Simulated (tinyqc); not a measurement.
Inside a calculation. Model: chemically amplified photoresist: aerial image, acid generation, bake, development and line width. Computed by tinyqc, a small Python program that keeps every step. Command: `OMP_NUM_THREADS=1 python tinyqc.py 3027886 3027887 out.jsonl resist walk`. One thread of a shared host (Intel(R) Xeon(R) Processor @ 2.30GHz), about 0.02 s of CPU time with the checks. Intermediate numbers are printed to about 6 digits and carried at full precision; extremes and crossings named in words are read from the listed rows.

Lines and spaces of pitch p with a two-beam-like image; x = 0 is the middle of the bright space. The resist is positive and treated as uniform in depth.

Inputs (values chosen for the exercise, for a model resist at 193 nm):
```
quantity                                         value     unit
pitch p                                             98       nm
image contrast c                                  0.78        -
mean dose E                                       5.94  mJ/cm^2
Dill parameter C                                 0.034  cm^2/mJ
quencher load q, relative to the acid generator   0.11        -
acid diffusivity D                                0.35   nm^2/s
bake time t                                         90        s
amplification rate k_amp                         0.097      1/s
threshold protection m_th                         0.47        -
development selectivity n                           20        -
largest rate r_max                                 140     nm/s
smallest rate r_min                               0.16     nm/s
resist thickness d                                  93       nm
development time t_d                                30        s
photon energy                                     6.42       eV
absorption coefficient alpha                      0.51     1/um
```

## Acid image and its blur

Dose E(x) = E [1 + c cos(2 pi x/p)]; acid h = 1 - exp(-C E(x)). Bake: the acid image is blurred by a Gaussian of variance sigma^2 = 2 D t (each Fourier term k of h, taken on 64 points, is multiplied by exp(-4 pi^2 k^2 D t/p^2)). Cosine coefficients: h(x) = sum_k h_k cos(2 pi k x/p).

diffusion length sigma = sqrt(2 D t) = 7.93725 nm

h_0 to h_4 before the bake: 0.177795  0.129121  -0.005080  0.000133  -0.000003

h_0 to h_4 after the blur: 0.177795  0.113439  -0.003026  0.000042  0.000000

blur factor of the first harmonic = 0.878548

sigma/p = 0.081; the blur keeps 88 % of the modulation.

## From image to dissolution rate

The quencher then removes q, h_eff = max(h_blurred - q, 0); protection m = exp(-k_amp t h_eff). Mack rate r = r_max (a + 1)(1 - m)^n/(a + (1 - m)^n) + r_min, a = ((n + 1)/(n - 1))(1 - m_th)^n.

Across half a pitch:
```
x/p   x (nm)  dose (mJ/cm^2)  blurred acid  protection m  rate (nm/s)
0.00     0.0         10.5732      0.288249       0.21095  1.40106e+02
0.05     4.9         10.3464      0.283258       0.22035  1.40092e+02
0.10     9.8          9.6883      0.268621       0.25038  1.40010e+02
0.15    14.7          8.6633      0.245369       0.30674  1.39444e+02
0.20    19.6          7.3717      0.215264       0.39893  1.28691e+02
0.25    24.5          5.9400      0.180821       0.53888  7.57088e+00
0.30    29.4          4.5083      0.145223       0.73529  1.60118e-01
0.35    34.3          3.2167      0.112092       0.98190  1.60000e-01
0.40    39.2          2.1917      0.085099       1.00000  1.60000e-01
0.45    44.1          1.5336      0.067436       1.00000  1.60000e-01
0.50    49.0          1.3068      0.061288       1.00000  1.60000e-01
```

The dose varies by a factor 8.09 across the pattern and the rate by 876.

## Space width and dose latitude

Edge: vertical development clears the film where r t_d >= d; the space width is twice the x where r = d/t_d. Dose sensitivity = d ln(width)/d ln E from widths at 1.005 E and E/1.005; image log-slope at the edge = |d ln E/dx|, normalised by the width (NILS); latitude for 10 % of width = 10 %/sensitivity.

space width = 50.2348 nm

dose sensitivity = 0.861382

NILS = 2.59018

dose latitude = 11.6093 %

At the same width a resist without blur would give a sensitivity 2/NILS = 0.772; the blur multiplies it by 1.12. Caution: lateral development, standing waves and the joint diffusion of acid and quencher are left out, so widths are indicative.

## Photon statistics at the edge

The edge lies at x = width/2. Absorbed photons per volume N = E(edge) alpha/(photon energy), 1 mJ/cm^2 = 62.41509 eV/nm^2, alpha in 1/nm; a Gaussian blur averages over a volume V = (2 sqrt(pi) sigma)^3; relative noise 1/sqrt(N V); edge noise sigma_x = (dh/d ln E) noise/|dh/dx|, with both derivatives of the blurred acid at the edge.

absorbed photons N = 0.0285426 1/nm^3

photons in the blur volume = 635.799

edge noise from photons = 0.858022 nm

Caution: the noise counts photons alone (acid and quencher statistics add to it) and takes the film as thicker than the blur; a thinner film averages in two dimensions only.

## Blur against noise

For each sigma the edge is held at x = p/4; N is taken at the mean dose; edge noise = (dh/d ln E)/(sqrt(N V) |dh/dx|), both derivatives taken of the blurred acid, V = (2 sqrt(pi) sigma)^3, N = E alpha/(photon energy), 1 mJ/cm^2 = 62.41509 eV/nm^2.

Trade-off:
```
sigma/p  sigma (nm)  blur factor  photons in V  edge noise (nm)
0.02           1.96     0.992135   9.87857e+00          6.40036
0.04           3.92     0.968911   7.90286e+01          2.30471
0.07           6.86     0.907808   4.23544e+02          1.04955
0.10           9.80     0.820869   1.23482e+03          0.67062
0.14          13.72     0.679167   3.38835e+03          0.48231
0.18          17.64     0.527530   7.20148e+03          0.42254
0.22          21.56     0.384667   1.31484e+04          0.42745
0.27          26.46     0.237168   2.43050e+04          0.50936
0.33          32.34     0.116531   4.43758e+04          0.76708
```

The noise is least near sigma/p = 0.18 among these rows. More diffusion averages over more photons (noise falls as sigma^(-3/2)) until it erases the image slope (factor exp(-2 pi^2 sigma^2/p^2)); for a pure cosine the two balance at sigma/p = sqrt(3/8)/pi = 0.195. Caution: for a film thinner than the blur the noise falls as 1/sigma only, and the optimum moves to sigma/p = 1/(2 pi) = 0.159. Caution: rows with under about ten photons in V are beyond a Gaussian noise estimate.

Checks made by the program: sensitivity 2/NILS in the limit of no diffusion (relative difference 1e-06).
